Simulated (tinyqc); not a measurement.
Random alloy fluctuations: inter-valley coupling by envelope functions against a chain of atomic planes.

Chain: E(phi) = e0 + 2 v cos(phi) + 2 u cos(2 phi), cos(phi0) = -v/(4u), e0 = 2u + v^2/(4u); plane j = 0, 1, ... has the potential V_j = dE x_j + F (j - 30) a/4 (1 MV/m = 1e-4 V/angstrom). There are 30 barrier planes a side; with y = j - 29.5, x_j = xb (f(y) + f(Nw - y)), f(y) = 1/(1 + exp(y/L)), plus any Ge added in the well. The valley splitting is the spacing of the two lowest levels. Envelope theory: F_j solves a one-valley chain with hopping -b and diagonal 2b + V_j, b = 4u sin^2(phi0), sum F_j^2 = 1; the valleys couple by Dv = sum_j F_j^2 V_j exp(-2 i phi0 j) and split by 2|Dv|.

Values chosen for the exercise (near those of the Delta valleys of silicon in a SiGe well; the results hold for these values, not for the real material):
- a = 5.431 angstrom (lattice constant; planes lie a/4 apart)
- u = 0.604 eV (second-neighbour hopping)
- v = 0.527 eV (nearest hopping)
- Nw = 44 (planes in the well)
- L = 1.5 planes (interface width)
- xb = 0.24 (Ge fraction of the barriers)
- dE = 0.52 eV (offset per unit Ge fraction)
- F = 0 MV/m (field)
- x0 = 4058 (start of the number sequence)
- na = 12000 (atoms a plane under the dot)

A uniform fraction x is added on all planes. Each plane j then fluctuates by q sqrt(x_j (1 - x_j)/na) in Ge fraction, q = sqrt12 (z/2147483647 - 1/2) with z(new) = 16807 z mod 2147483647 from x0, restarted for each row; 24 samples. Theory: Dv is a complex Gaussian with sigma^2 = dE^2 sum F_j^4 x_j (1 - x_j)/na, and the mean splitting is sqrt(pi) sigma if the smooth part is negligible.

Splitting (micro-eV):

| x | sigma | sqrt(pi) sigma | mean of 24 | least | largest |
|---|---|---|---|---|---|
| 0.00 | 17.4 | 30.8 | 35.0 | 8.8 | 72.7 |
| 0.01 | 82.7 | 146.7 | 149.7 | 22.0 | 281.2 |
| 0.02 | 115.1 | 204.1 | 204.4 | 18.2 | 386.4 |
| 0.05 | 178.0 | 315.6 | 312.1 | 29.1 | 590.8 |
| 0.10 | 244.5 | 433.4 | 426.6 | 48.5 | 807.6 |

What does the comparison show, and why?

Without added Ge the disorder sits in the barriers, where the state is small: mean 35.0 micro-eV, against 0.029 for the smooth well. With 5 % Ge in the well the mean is 312, theory 316, with a statistical error of about 11 % for 24 samples; the miss is -1 %, and since every row reuses one sequence the rows with added Ge miss alike. The spread grows with the mean: at 5 % the samples run from 29 to 591, so small splittings remain possible. sigma falls as 1/sqrt(na) for larger dots. A chain with one orbital a plane has no Bloch-function factor, which scales all these couplings down in fuller models.

Computed by tinyqc, a small Python program: `OMP_NUM_THREADS=1 python tinyqc.py 1481356 1481357 out.jsonl` (the numbers bound the seed that draws the inputs); one thread of a shared host (Intel(R) Xeon(R) Processor @ 2.30GHz), about 0.1 s for the whole set of steps.
